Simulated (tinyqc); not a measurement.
Thermoelectric coefficients with energy filtering, Landauer integrals: one step of the calculation.

Bulk parabolic band, x = (E - Ec)/kB T, C = hbar^2/(2 m0), kB T in eV. Modes per area gv m kB T x/(4 pi C) times the back-scattering length l0 x^rr give the transport function s0 X(x), s0 = (2 q^2/h) gv m kB T l0/(4 pi C), X = x^(1 + rr), multiplied by tb for x < xb. I_k = int X (x - eta)^k w dx, w = 1/(4 cosh^2((x - eta)/2)).

Task. The three integrals on a coarse grid. Simpson's rule on nE equally spaced points from xa to xe.

Values chosen for this exercise:
```
symbol,value,unit,meaning
rr,0,,energy exponent of that length
eta,3.7,,reduced Fermi level (EF - Ec)/kB T
xb,5.4,,"barrier height over kB T, above Ec"
tb,0.05,,share of the transport function left below the barrier
xa,0,,lower end of the grid
xe,14,,upper end of the grid
nE,13,,points of the grid
```

Wanted: x; X; w; X w; I_0, I_1, I_2 on this grid.

Result.

| point | x | X | w | X w |
|---|---|---|---|---|
| 0 | 0.000 | 0 | 0.023545 | 0 |
| 1 | 1.167 | 0.058333 | 0.068144 | 0.0039751 |
| 2 | 2.333 | 0.11667 | 0.16189 | 0.018887 |
| 3 | 3.500 | 0.17500 | 0.24752 | 0.043315 |
| 4 | 4.667 | 0.23333 | 0.19962 | 0.046578 |
| 5 | 5.833 | 5.8333 | 0.094684 | 0.55233 |
| 6 | 7.000 | 7.0000 | 0.034306 | 0.24014 |
| 7 | 8.167 | 8.1667 | 0.011226 | 0.091680 |
| 8 | 9.333 | 9.3333 | 0.0035512 | 0.033144 |
| 9 | 10.500 | 10.500 | 0.0011113 | 0.011669 |
| 10 | 11.667 | 11.667 | 3.4659e-4 | 0.0040436 |
| 11 | 12.833 | 12.833 | 1.0798e-4 | 0.0013858 |
| 12 | 14.000 | 14.000 | 3.3631e-5 | 4.7083e-4 |

I_0, I_1, I_2 on this grid: [1.3625, 3.3874, 10.949]

Range of the model: Parabolic bands, elastic scattering and a fixed kL make these model figures, not those of a material.

Numbers from tinyqc (`OMP_NUM_THREADS=1 python tinyqc.py 2800010 2800011 out.jsonl`; about 0.02 s on one thread of a shared Intel Xeon 2.30GHz).
